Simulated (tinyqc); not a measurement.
Exact and approximate surface terms: size effects in the resistivity of thin metal films and interconnect lines. Computed by tinyqc, a small Python program. Command: `OMP_NUM_THREADS=1 python tinyqc.py 3004910 3004911 out.jsonl size walk`. One thread of a shared host (Intel(R) Xeon(R) Processor @ 2.30GHz), about 0.01 s of CPU time with the checks.

Electrons lose their drift at surfaces (a share 1 - p of the hits) and at grain boundaries (reflection R), besides bulk scattering.

Inputs (values chosen for the exercise, modelled on molybdenum): bulk mean free path lambda = 11.4 nm; specularity p = 0.27.

Geometry: film.

Method. Fuchs-Sondheimer film: rho_b/rho = 1 - (3/(2 kappa))(1 - p) int_0^1 (s - s^3)(1 - exp(-kappa/s))/(1 - p exp(-kappa/s)) ds, f = rho/rho_b, kappa = thickness/lambda, 80 Gauss-Legendre points. Thick-film form 1 + 3 (1 - p)/(8 kappa); thin-film form (4/3)((1 - p)/(1 + p))/(kappa ln(1/kappa)).

Rho/rho_b:
```
kappa,h (nm),exact,thick-film form,thin-film form
0.01,0.114,17.629,28.375,16.642
0.02,0.228,10.444,14.688,9.795
0.05,0.57,5.485,6.475,5.117
0.1,1.14,3.538,3.737,3.328
0.2,2.28,2.413,2.369,2.381
0.5,5.7,1.621,1.548,-
1,11.4,1.316,1.274,-
2,22.8,1.154,1.137,-
5,57,1.058,1.055,-
10,114,1.028,1.027,-
```

What does the comparison show, and why?

The thick-film form is within 5 % down to kappa = 0.2; at kappa = 0.01 it is 1.61 times the exact value and the thin-film form 0.94 times. The resistivity doubles between 2.28 and 5.70 nm. Rows thinner than about 5 nm only illustrate the formulas.

Extremes, crossings and ranges named in words are read from the listed rows.
